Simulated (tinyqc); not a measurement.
# Changing the aspect ratio h/w

Model: bottom-up copper filling of a trench by curvature-enhanced accelerator coverage. Computed by tinyqc, a small Python program. Command: `OMP_NUM_THREADS=1 python tinyqc.py 3030015 3030016 out.jsonl superfill sweep`. One thread of a shared host (Intel(R) Xeon(R) Processor @ 2.30GHz), about 0.2 s of CPU time with the checks.

A rectangular trench keeps vertical walls and a flat floor. An accelerator floats on the surface; where area is lost in the corners it is passed on to the floor.

Inputs (values chosen for the exercise, close to those used for damascene copper plating):
```
quantity                                           value     unit
trench width w                                        92       nm
exchange current of the suppressed surface i_0     0.013  mA/cm^2
exchange current of the accelerated surface i_1     0.64  mA/cm^2
transfer coefficient alpha                           0.4        -
overpotential eta                                   0.16        V
starting coverage theta_0                          0.015        -
adsorption rate k_a                                    0      1/s
cupric ion concentration C                           0.3    mol/l
diffusivity D                                    4.9e-06   cm^2/s
boundary layer delta                                  63       um
temperature T                                        298        K
```

Constants: e = 1.602176634e-19 C; N_A = 6.02214076e+23 1/mol; k_B = 8.617333262e-05 eV/K.

Method. Kinetic current i_k = [i_0 (1 - theta) + i_1 theta] exp(alpha eta/(k_B T)), limit i_L = 2 F D C/delta, i = 1/(1/i_k + 1/i_L); velocity v = i Omega/(2F), Omega = 7.11 cm^3/mol, F = e N_A. Depletion inside the trench is ignored. Half width x, floor height y, depth h = aspect ratio x w. dx/dt = -v_s, dy/dt = v_b. d theta_b/dt = k_a (1 - theta_b) + [theta_s v_b + theta_b v_s]/x: the floor takes the accelerator of the wall it covers and keeps its own as it narrows. d theta_s/dt = k_a (1 - theta_s). theta_b is capped at 1. Integrate (tolerance 1e-9) until the walls meet (x = 0.02 w/2) or the floor passes the original mouth y = h. Start: x = w/2, y = 0, theta_b = theta_s = theta_0. Height filled = y/h, opening left = x/(w/2).

One run for each value:
```
aspect ratio h/w  share of the height filled from the floor  opening left, as a share of w  time at the end (s)
0.50                                                 1.0000                        0.36375               295.05
0.75                                                 1.0000                        0.23021               356.98
1.00                                                 1.0000                        0.15278               392.89
1.50                                                 1.0000                        0.07514               428.89
2.00                                                 1.0000                        0.03333               448.28
2.50                                                 0.8654                        0.02000               454.46
3.00                                                 0.7211                        0.02000               454.46
4.00                                                 0.5408                        0.02000               454.46
6.00                                                 0.3606                        0.02000               454.46
```

Describe and explain the trends.

Over the rows, share of the height filled from the floor falls from 1.00 to 0.361, flat over part of the range; opening left, as a share of w falls from 0.364 to 0.0200, flat over part of the range; time at the end (s) rises from 295 to 454, flat over part of the range. The largest aspect ratio filled among these rows is 2. The floor must climb h while the walls close w/2, and its speed is bounded by v(1); a row with 0.02 left has pinched off with a seam.

Caution (all rows): real profiles develop slanted corners, and accelerator is consumed; both are left out.

Extremes, crossings and ranges named in words are read from the listed rows.
